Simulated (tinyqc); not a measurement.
# Inputs raised by 2 %, one at a time

Model: charge control and current of a heterostructure field-effect transistor. Computed by tinyqc, a small Python program. Command: `OMP_NUM_THREADS=1 python tinyqc.py 3004279 3004280 out.jsonl hemt sens`. One thread of a shared host (Intel(R) Xeon(R) Processor @ 2.30GHz), about 0.01 s of CPU time with the checks.

Two subbands in a triangular well; E_F is counted from the conduction band edge of the channel at the interface.

Inputs (values chosen for the exercise, modelled on AlGaAs/GaAs):

| quantity | value | unit |
|---|---|---|
| channel mass m | 0.066 | m_0 |
| permittivity eps (barrier and channel) | 12.5 | - |
| barrier thickness d | 38 | nm |
| Schottky barrier phi_B | 1 | eV |
| conduction band offset dE_c | 0.16 | eV |
| delta-doping density N_d | 3.7e+12 | 1/cm^2 |
| gate voltage V_G | 0 | V |
| mobility mu | 6100 | cm^2/(V s) |
| saturation velocity v_s | 1.6 | 1e7 cm/s |
| gate length L | 330 | nm |
| source resistance R_S | 0 | ohm mm |
| temperature T | 300 | K |
| mixing | 0.5 | - |
| iteration cap | 200 | - |
| spacer between delta layer and channel | 3.2 | nm |

Charge source: delta doping. Velocity law: two-piece.

Constants: e = 1.602176634e-19 C; eps_0 = 8.8541878128e-12 F/m; k_B = 8.617333262e-05 eV/K; hbar = 1.054571817e-34 J s; m_0 = 9.1093837015e-31 kg; k_B = 1.380649e-23 J/K.

Method:
- Threshold V_T = phi_B - dE_c - e N_d (d - spacer)/(eps eps_0) (in volts); C_b = eps eps_0/d.
- Charge control: n_s = C_b (V_G - V_T - E_F/e)/e. Well: mean field F = e n_s/(2 eps eps_0), E_i = (hbar^2/2m)^(1/3) [(3 pi e F/2)(i + 3/4)]^(2/3), i = 0, 1; n_s = D k_B T sum_i ln(1 + exp((E_F - E_i)/k_B T)), D = m/(pi hbar^2), which is solved in closed form for E_F.
- Iteration from n_s = C_b (V_G - V_T)/(2e): E_F from n_s, n_out from the charge control, n_new = n_s + mixing (n_out - n_s), kept above n_s/10; stop when |n_out/n_s - 1| < 1e-9.
- C_g = e dn_s/dV_G = 1/(1/C_b + 1/C_q), 1/C_q = d(E_F/e)/d(e n_s) by a central difference of +/- 0.1 % in n_s; added distance dd = eps eps_0/C_q.
- With V = e n_s/C_g and V_c = v_s L/mu: for v = mu F up to v_s, I/W = C_g v_s V_c (sqrt(1 + (V/V_c)^2) - 1) and V_Dsat = V + V_c - sqrt(V^2 + V_c^2); g_m = dI/dV; extrinsic g_m/(1 + g_m R_S); f_T = g_m/(2 pi C_g L).

Runs:

| input moved | from | to | sheet density n_s (1/cm^2) | saturation current I/W (mA/mm) | extrinsic g_m (mS/mm) | intrinsic f_T (GHz) |
|---|---|---|---|---|---|---|
| base run | - | - | 1.5972e+12 | 375.79 | 404.70 | 76.883 |
| channel mass m (m_0) | 0.066 | 0.06732 | 1.6001e+12 | 376.48 | 405.20 | 76.883 |
| permittivity eps (barrier and channel) | 12.5 | 12.75 | 1.5685e+12 | 367.89 | 411.71 | 76.862 |
| barrier thickness d (nm) | 38 | 38.76 | 1.6333e+12 | 385.52 | 398.25 | 76.904 |
| Schottky barrier phi_B (eV) | 1 | 1.02 | 1.5655e+12 | 367.73 | 404.28 | 76.872 |
| conduction band offset dE_c (eV) | 0.16 | 0.1632 | 1.6023e+12 | 377.08 | 404.76 | 76.885 |
| delta-doping density N_d (1/cm^2) | 3.7e+12 | 3.774e+12 | 1.6563e+12 | 390.84 | 405.43 | 76.902 |
| gate length L (nm) | 330 | 336.6 | 1.5972e+12 | 375.15 | 404.64 | 75.364 |

Exponents ln(y'/y) / ln(x'/x):

| input | sheet density n_s | saturation current I/W | extrinsic g_m | intrinsic f_T |
|---|---|---|---|---|
| channel mass m | 0.090 | 0.092 | 0.063 | 0.000 |
| permittivity eps (barrier and channel) | -0.916 | -1.073 | 0.868 | -0.014 |
| barrier thickness d | 1.127 | 1.291 | -0.811 | 0.014 |
| Schottky barrier phi_B | -1.012 | -1.095 | -0.052 | -0.007 |
| conduction band offset dE_c | 0.160 | 0.173 | 0.008 | 0.001 |
| delta-doping density N_d | 1.835 | 1.983 | 0.091 | 0.012 |
| gate length L | 0.000 | -0.086 | -0.007 | -1.007 |

Which inputs matter most for each result?

Among the inputs moved here: sheet density n_s answers most in size to delta-doping density N_d (exponent +1.835), next to barrier thickness d (+1.127); its exponent is below 0.0005 for gate length L. saturation current I/W answers most in size to delta-doping density N_d (exponent +1.983), next to barrier thickness d (+1.291). Extrinsic g_m answers most in size to permittivity eps (barrier and channel) (exponent +0.868), next to barrier thickness d (-0.811). Intrinsic f_T answers most in size to gate length L (exponent -1.007), next to permittivity eps (barrier and channel) (-0.014); its exponent is below 0.0005 for channel mass m. Its exponent -1.007 in gate length L: velocity saturation.

Caution (all rows): E_F lies above the conduction band minimum of the barrier, so electrons would spill into the barrier.

Extremes, crossings and ranges named in words are read from the listed rows.
